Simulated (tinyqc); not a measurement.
What each parameter does: sp3s* tight binding with spin-orbit coupling.

sp3s* tight binding, nearest neighbours only: anion (a) at 0, cation (c) at a/4 (1,1,1), orbitals s, px, py, pz, s* on each; k in units of 2 pi/a. With phases e_j = exp(i (pi/2) k.n_j) for n = (1,1,1), (1,-1,-1), (-1,1,-1), (-1,-1,1): g0 = (e1+e2+e3+e4)/4, g1 = (e1+e2-e3-e4)/4, g2 = (e1-e2+e3-e4)/4, g3 = (e1-e2-e3+e4)/4. The diagonal holds the levels Esa, Epa, Exa (s*) and Esc, Epc, Exc. Anion-cation block: <sa|sc> = Vss g0; <sa|xc> = Vsapc g1; <xa|sc> = -Vscpa g1; <xa|xc> = Vxx g0; <xa|yc> = <ya|xc> = Vxy g3, <xa|zc> = <za|xc> = Vxy g2, <ya|zc> = <za|yc> = Vxy g1; <s*a|xc> = Vxapc g1; <xa|s*c> = -Vpaxc g1; y and z take g2 and g3 in place of g1; s-s* and s*-s* vanish.

Spin-orbit coupling acts within the p shell of each atom as (D/3) L.sigma, D = Da or Dc: it puts four states at Ep + D/3 and two at Ep - 2D/3.

Inputs chosen for the exercise (near a published set for SiC, fitted to gaps, whose masses and valley positions are rough; spin-orbit coupling, where it is added without a refit, lifts the valence top and shrinks all gaps by about a third of the splitting; the results hold for these values, not for the real material): Esa = -8.447 eV (s level of the anion); Epa = 2.117 eV (p level of the anion); Esc = -4.838 eV (s level of the cation); Epc = 4.347 eV (p level of the cation); Exa = 9.673 eV (s* level of the anion); Exc = 9.345 eV (s* level of the cation); Vss = -12.442 eV (s-s); Vxx = 3.033 eV (px-px); Vxy = 5.935 eV (px-py); Vsapc = 9.482 eV (s anion, p cation); Vscpa = 9.201 eV (s cation, p anion); Vxapc = 8.725 eV (s* anion, p cation); Vpaxc = 4.399 eV (p anion, s* cation); Da = 0.006 eV (atomic spin-orbit splitting, anion); Dc = 0.045 eV (the same, cation).

Gaps from the top of the valence band at Gamma; Delta is the minimum on (x,0,0), 0.5 <= x <= 1.

One parameter was then changed.

Results before and after:
```
case     Ev (eV)  gap Gamma (eV)  gap Delta (eV)  gap L (eV)
base      0.0068          5.9229          2.3209      3.5571
changed   0.0068          6.2198          2.3209      3.5884
```

Which of these changes was made? (a) Vscpa = 9.001 eV; (b) Vxy = 5.635 eV; (c) Vss = -12.742 eV; (d) Epa = 1.817 eV; (e) Vxx = 3.333 eV; (f) Vsapc = 9.782 eV.

Answer: (c) Vss = -12.742 eV. Of the candidates, run in turn, only this one gives the changed row.

All candidates:
```
case              Ev (eV)  gap Gamma (eV)  gap Delta (eV)  gap L (eV)
base               0.0068          5.9229          2.3209      3.5571
Epa = 1.817 eV    -0.1982          6.1279          2.5259      3.7565
Vxx = 3.333 eV    -0.2761          6.2058          2.6038      3.8179
Vxy = 5.635 eV     0.0068          5.9229          2.3209      3.5109
Vss = -12.742 eV   0.0068          6.2198          2.3209      3.5884
Vscpa = 9.001 eV   0.0068          5.9229          2.3209      3.5676
Vsapc = 9.782 eV   0.0068          5.9229          2.4856      3.6859
```

Vxy, Vscpa and Vsapc cannot move Ev or the gap at Gamma, whose blocks do not hold them; s parameters never move Ev, and move the gap only where the lowest empty level at Gamma is s-like.

Computed by tinyqc, a small Python program: `OMP_NUM_THREADS=1 python tinyqc.py 1482004 1482005 out.jsonl` (the numbers bound the seed that draws the inputs); one thread of a shared host (Intel(R) Xeon(R) Processor @ 2.30GHz), about 0.2 s for the whole set of steps.
